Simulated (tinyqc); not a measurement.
Haynes-Shockley experiment: what a collector records, against the distance from injector to collector.

A sheet injected at x = 0, t = 0 gives at x = L the signal n(t) = N0 exp(-t/tau - (L - v t)^2/(4 D t))/sqrt(4 pi D t), D = mu Vt, v = mu F. Its peak lies at tp = [-D + sqrt(D^2 + u^2 L^2)]/u^2, u^2 = v^2 + 4 D/tau; dt is the full width at half height. Simple readings: mobility L/(F tp), diffusion coefficient (L dt/tp)^2/(16 ln 2 tp). Area v times the integral of n over N0: (v/u) exp(L (v - u)/(2 D)).

Values chosen for this exercise:
```
symbol   value        unit                      meaning
T          300           K                  temperature
mu        1340  cm^2/(V s)    minority-carrier mobility
F           19        V/cm  sweep field along the drift
tau     5.7e-7           s                     lifetime
```

Constants: q = 1.602176634e-19 C, kB = 1.380649e-23 J/K, Vt = kB T/q. Results are converted to the units shown.

Haynes-Shockley experiment: what a collector records, against the distance from injector to collector:
```
L (um)  L/v (us)  tp (us)  dt (us)  apparent mobility (cm^2/(V s))  apparent D (cm^2/s)      area  exp(-L/(v tau))
25       0.09819  0.05345   0.1426                            2462                75.05    0.7277           0.8418
41        0.1610   0.1039   0.2036                            2078                56.07    0.6575           0.7539
67        0.2632   0.1889   0.2785                            1867                46.57    0.5575           0.6302
110       0.4321   0.3316   0.3723                            1746                41.47    0.4244           0.4686
180       0.7070   0.5653   0.4889                            1676                38.66    0.2723           0.2893
300        1.178   0.9667   0.6418                            1633                37.00    0.1272           0.1265
490        1.925    1.603   0.8282                            1609                36.06   0.03810          0.03417
800        3.142    2.641    1.065                            1594                35.50  0.005333         0.004036
```

What does the table show?

True values: mu = 1340 cm^2/(V s), D = 34.6 cm^2/s. The apparent mobility is 84 % above the true one in the first row and 19 % above it in the last, and the apparent D 2.17 times and 2.5 % above D. The peak always comes before L/v, since spreading and decay both weigh down the later part of the signal; the shift is 46 % and 16 % in these rows.

Numbers from tinyqc (`OMP_NUM_THREADS=1 python tinyqc.py 2310114 2310115 out.jsonl`; about 0.01 s on one thread of a shared Intel Xeon 2.30GHz).
